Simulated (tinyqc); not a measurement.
Electron-beam lithography: double-Gaussian proximity function, edge placement and dose correction for parallel lines: one step, computed by the program tinyqc.

Lines are infinitely long. Absorbed energy is counted so that the middle of a very large area written at dose 1 receives 1; the resist develops where it exceeds 1/2.

Question. Dose correction. Uncorrected edge energies are M 1. Solve M d = 1/2 for the doses d that put the mean edge energy of every line at the threshold.

M:
```
           1          2          3          4
1  0.3445446  0.0020400  0.0017268  0.0012534
2  0.0044004  0.3421803  0.0017914  0.0013178
3  0.0036530  0.0017569  0.3422204  0.0017241
4  0.0031335  0.0015275  0.0020376  0.3418992
```

Give: edge energies at dose 1; corrected doses; largest over smallest dose.

Answer.

edge energies at dose 1: 1 0.3496, 2 0.3497, 3 0.3494, 4 0.3486

corrected doses: 1 1.430, 2 1.430, 3 1.431, 4 1.434

largest over smallest dose = 1.003
